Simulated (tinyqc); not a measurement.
## Trap density from one capacitance

Inverse problem. Traps spread evenly through the insulator exchange electrons with the semiconductor by tunnelling, with tau(x) = t0 exp(2 ka x) at depth x from the interface. The admittance per area Y seen at depth x obeys dY/dx = -Y^2/(i w eps0 eox) + q Nb ln(1 + i w tau)/tau, with Y(0) = i w Cs and w = 2 pi f; the gate sees Y(tox) = G + i w C. Working variable y = Y/(i w), in uF/cm^2. Cox = eps0 eox/tox. Find Nb and G/w.

Values chosen for this exercise:
- eox = 8.68 (relative permittivity of the insulator)
- tox = 4.4 nm (insulator thickness)
- Cs = 7.5 uF/cm^2 (semiconductor capacitance in accumulation)
- ka = 4.2 1/nm (decay constant of the wave function in the insulator)
- t0 = 5e-10 s (time constant of a trap at the interface)
- f = 1000 Hz (frequency)

Constants: q = 1.602176634e-19 C, eps0 = 8.8541878128e-14 F/cm where lengths are in cm. Results are converted to the units shown.

C = 1.4805054 uF/cm^2

Solution. C rises steadily with Nb, so one density matches; in practice ka and t0 must come from the frequency dependence.

Nb = 2.10e19 cm^-3 eV^-1
G/w = 0.0138 uF/cm^2

Numbers from tinyqc (`OMP_NUM_THREADS=1 python tinyqc.py 2202037 2202038 out.jsonl`; about 0.5 s on one thread of a shared Intel Xeon 2.30GHz).
